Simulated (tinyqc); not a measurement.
Inside a calculation. Method: Pariser-Parr-Pople SCF with singles CI, for the molecule NC1=CC=CC=C(O)C=C1 (SMILES; centres numbered as the heavy atoms are written). One step of it, computed by the program tinyqc.

Task: Iteration 1: Fock matrix. F_rr = H_rr + P_rr gamma_rr / 2 + sum_(s != r) P_ss gamma_rs; F_rs = H_rs - P_rs gamma_rs / 2; E = tr P (H + F) / 2 + core repulsion sum_(r<s) z_r z_s gamma_rs.

P at the start:
```
            1N         2C         3C         4C         5C         6C         7C         8O
1N    1.140441   0.581218  -0.588384  -0.397047  -0.082986   0.189946   0.078086  -0.023559
2C    0.581218   1.498014   0.548012   0.097636  -0.051847  -0.100759   0.032809  -0.003431
3C   -0.588384   0.548012   1.085174   0.512231   0.084388  -0.149621   0.106313  -0.025011
4C   -0.397047   0.097636   0.512231   0.375677   0.300948   0.278017  -0.052530   0.007947
5C   -0.082986  -0.051847   0.084388   0.300948   0.573566   0.800911  -0.126737   0.016744
6C    0.189946  -0.100759  -0.149621   0.278017   0.800911   1.318068   0.225814  -0.040705
7C    0.078086   0.032809   0.106313  -0.052530  -0.126737   0.225814   1.792000   0.043913
8O   -0.023559  -0.003431  -0.025011   0.007947   0.016744  -0.040705   0.043913   1.990605
9C   -0.293317  -0.062510  -0.119339  -0.099739  -0.147740  -0.173593   0.412006  -0.091125
10C  -0.054463   0.294077  -0.167851   0.005191   0.176806   0.169352  -0.335811   0.072639

            9C        10C
1N   -0.293317  -0.054463
2C   -0.062510   0.294077
3C   -0.119339  -0.167851
4C   -0.099739   0.005191
5C   -0.147740   0.176806
6C   -0.173593   0.169352
7C    0.412006  -0.335811
8O   -0.091125   0.072639
9C    1.006114   0.809825
10C   0.809825   1.220342
```

core matrix H (eV):
```
             1N          2C          3C          4C          5C          6C          7C          8O
1N   -66.230786   -2.370000    0.000000    0.000000    0.000000    0.000000    0.000000    0.000000
2C    -2.370000  -70.476043   -2.520000    0.000000    0.000000    0.000000    0.000000    0.000000
3C     0.000000   -2.520000  -64.812196   -2.520000    0.000000    0.000000    0.000000    0.000000
4C     0.000000    0.000000   -2.520000  -61.386895   -2.520000    0.000000    0.000000    0.000000
5C     0.000000    0.000000    0.000000   -2.520000  -61.422565   -2.520000    0.000000    0.000000
6C     0.000000    0.000000    0.000000    0.000000   -2.520000  -65.038604   -2.520000    0.000000
7C     0.000000    0.000000    0.000000    0.000000    0.000000   -2.520000  -71.277618   -2.370000
8O     0.000000    0.000000    0.000000    0.000000    0.000000    0.000000   -2.370000  -74.431189
9C     0.000000    0.000000    0.000000    0.000000    0.000000    0.000000   -2.520000    0.000000
10C    0.000000   -2.520000    0.000000    0.000000    0.000000    0.000000    0.000000    0.000000

             9C         10C
1N     0.000000    0.000000
2C     0.000000   -2.520000
3C     0.000000    0.000000
4C     0.000000    0.000000
5C     0.000000    0.000000
6C     0.000000    0.000000
7C    -2.520000    0.000000
8O     0.000000    0.000000
9C   -66.938821   -2.520000
10C   -2.520000  -66.755000
```

repulsion gamma_rs (eV):
```
            1N         2C         3C         4C         5C         6C         7C         8O
1N   16.800000   8.282827   5.655335   3.738367   2.990261   2.789443   2.990373   2.394673
2C    8.282827  11.130000   7.553862   4.978424   3.978769   3.710776   3.978738   3.008871
3C    5.655335   7.553862  11.130000   7.553654   4.978424   3.978738   3.710776   2.804439
4C    3.738367   4.978424   7.553654  11.130000   7.553862   4.978424   3.978769   3.008757
5C    2.990261   3.978769   4.978424   7.553862  11.130000   7.553654   4.978424   3.774698
6C    2.789443   3.710776   3.978738   4.978424   7.553654  11.130000   7.553862   5.783535
7C    2.990373   3.978738   3.710776   3.978769   4.978424   7.553862  11.130000   8.702113
8O    2.394673   3.008871   2.804439   3.008757   3.774698   5.783535   8.702113  21.500000
9C    3.738740   4.978424   3.978769   3.710776   3.978738   4.978424   7.553654   5.784347
10C   5.656094   7.553654   4.978424   3.978738   3.710776   3.978769   4.978424   3.775082

            9C        10C
1N    3.738740   5.656094
2C    4.978424   7.553654
3C    3.978769   4.978424
4C    3.710776   3.978738
5C    3.978738   3.710776
6C    4.978424   3.978769
7C    7.553654   4.978424
8O    5.784347   3.775082
9C   11.130000   7.553862
10C   7.553862  11.130000
```

Centres (angstrom, eV; a flat drawing with bonds scaled to 1.40 angstrom):
```
centre          x          y  core charge z          W   gamma_rr
1N       2.983000  -0.989000              2  25.600000  16.800000
2C       1.690000  -0.453000              1  11.160000  11.130000
3C       1.690000   0.947000              1  11.160000  11.130000
4C       0.700000   1.937000              1  11.160000  11.130000
5C      -0.700000   1.937000              1  11.160000  11.130000
6C      -1.690000   0.947000              1  11.160000  11.130000
7C      -1.690000  -0.453000              1  11.160000  11.130000
8O      -2.983000  -0.989000              2  33.000000  21.500000
9C      -0.700000  -1.443000              1  11.160000  11.130000
10C      0.700000  -1.443000              1  11.160000  11.130000
```

Give: F; pi energy.

Result:

F (eV):
```
           1N       2C       3C       4C       5C       6C       7C       8O
1N   -10.5205  -4.7771   1.6638   0.7422   0.1241  -0.2649  -0.1168   0.0282
2C    -4.7771  -8.1066  -4.5898  -0.2430   0.1031   0.1869  -0.0653   0.0052
3C     1.6638  -4.5898  -7.7597  -4.4546  -0.2101   0.2977  -0.1973   0.0351
4C     0.7422  -0.2430  -4.4546  -6.7755  -3.6567  -0.6920   0.1045  -0.0120
5C     0.1241   0.1031  -0.2101  -3.6567  -5.6970  -5.5449   0.3155  -0.0316
6C    -0.2649   0.1869   0.2977  -0.6920  -5.5449  -3.5296  -3.3729   0.1177
7C    -0.1168  -0.0653  -0.1973   0.1045   0.3155  -3.3729  -2.6034  -2.5611
8O     0.0282   0.0052   0.0351  -0.0120  -0.0316   0.1177  -2.5611  -5.8113
9C     0.5483   0.1556   0.2374   0.1851   0.2939   0.4321  -4.0761   0.2636
10C    0.1540  -3.6307   0.4178  -0.0103  -0.3280  -0.3369   0.8359  -0.1371

          9C      10C
1N    0.5483   0.1540
2C    0.1556  -3.6307
3C    0.2374   0.4178
4C    0.1851  -0.0103
5C    0.2939  -0.3280
6C    0.4321  -0.3369
7C   -4.0761   0.8359
8O    0.2636  -0.1371
9C   -0.7938  -5.5787
10C  -5.5787  -3.8920
```

pi energy = -176.1475 eV
